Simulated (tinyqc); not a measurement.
Ellipsometry and reflectance of a transparent film on an absorbing substrate: one step of the calculation.

Air (index 1), film, substrate with N2 = n2 - i k2; time factor exp(+i w t). q_j = sqrt(N_j^2 - sin^2 th), root with positive real part. Fresnel coefficients r_s = (q_a - q_b)/(q_a + q_b), r_p = (N_b^2 q_a - N_a^2 q_b)/(N_b^2 q_a + N_a^2 q_b). tan(Psi) exp(i Delta) = R_p/R_s, Delta taken from 0 to 360 degrees.

Question. Interface coefficients and thickness period. q0, q1, q2 and the coefficients r01 and r12 for p and s; the results repeat in d with the period lam/(2 q1).

Parameters, values chosen for the exercise; indices close to those of silicon dioxide on silicon: wavelength lam = 800 nm; angle of incidence th = 60 degrees; index of the transparent film n1 = 1.461; index of the substrate n2 = 3.692; extinction coefficient of the substrate k2 = 0.0065.

Give: q0; q1; q2; r01,p; r01,s; r12,p; r12,s; period.

Answer.

q0 = 0.50000
q1 = 1.1767
q2 = 3.5890-0.0067i
r01,p = -0.048752
r01,s = -0.40357
r12,p = 0.35351-0.00073i
r12,s = -0.50619+0.00069i
period = 339.95 nm

Numbers from tinyqc (`OMP_NUM_THREADS=1 python tinyqc.py 2870229 2870230 out.jsonl`; about 0.3 s on one thread of a shared Intel Xeon 2.30GHz).
